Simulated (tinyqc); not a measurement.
## Slope factor and drain-induced lowering from three currents

Inverse problem. With source and body at 0 V, I = A exp((Vg + dd Vd)/(nf Vt)) (1 - exp(-Vd/Vt)). Find nf, the swing nf Vt ln 10 and dd.

Parameters, values chosen for the exercise:
- T = 378 K (temperature)

Constants: q = 1.602176634e-19 C, kB = 1.380649e-23 J/K, Vt = kB T/q. Results are converted to the units shown.

currents at (Vg, Vd) = (0, 0.05), (0, 1.2) and (0.08, 1.2) V (nA/um): 0.014949210  2.7175480  20.686219

Solution. The pair at equal Vd gives nf; the pair at equal Vg, after dividing out the factors 1 - exp(-Vd/Vt), gives dd.

nf = 1.21
swing = 90.8 mV/decade
dd = 0.170

Program tinyqc, `OMP_NUM_THREADS=1 python tinyqc.py 2242223 2242224 out.jsonl`; Intel Xeon 2.30GHz, shared host, one thread, about 0.03 s.
